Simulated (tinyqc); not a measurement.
Stacked nanosheet transistor, parasitic resistance, capacitance and delay: one step of the calculation.

Ns sheets share one contact on top; each has perimeter p = 2 (Ws + ts) and cross-section A = Ws ts; contact width Wc = Ws + 10 nm, stack height Hs = Ns pv. Sheet 1 is the top one. Contact length Lc = CPP - Lg - 2 Lsp, shared by two neighbouring gates. Source and drain sides are equal. The formulas are first-order estimates, not field solutions.

Question. Geometry and resistances. Epitaxy sheet resistance Rsh = re/te, transfer length LT = sqrt(rc/Rsh), contact Rc = [sqrt(rc Rsh)/Wc] coth(Lc/(2 LT)); extension of one sheet Rx = rx Lsp/A. Effective width N p; for equal currents and rv = 0 one side has Rc + Rx/N.

Parameters, values chosen for the exercise; values close to those of silicon logic devices:
```
symbol,value,unit,meaning
Ns,2,,number of sheets
Ws,20,nm,sheet width
ts,4,nm,sheet thickness
CPP,48,nm,contacted gate pitch
Lg,12,nm,gate length
Lsp,6,nm,spacer length
rc,1.9e-9,ohm cm^2,contact resistivity
re,0.00024,ohm cm,resistivity of the source-drain epitaxy
te,20,nm,current-carrying depth of the epitaxy
rx,0.00087,ohm cm,resistivity of the extension
```

Give: Lc; effective width; Rsh; LT; Rc; Rx; one side times effective width.

Answer.

Lc = 24.000 nm
effective width = 96.000 nm
Rsh = 120.00 ohm
LT = 39.791 nm
Rc = 543.68 ohm
Rx = 652.50 ohm
one side times effective width = 83.513 ohm um

tinyqc, about 0.08 s, one thread, Intel Xeon 2.30GHz (shared host): `OMP_NUM_THREADS=1 python tinyqc.py 2170163 2170164 out.jsonl`
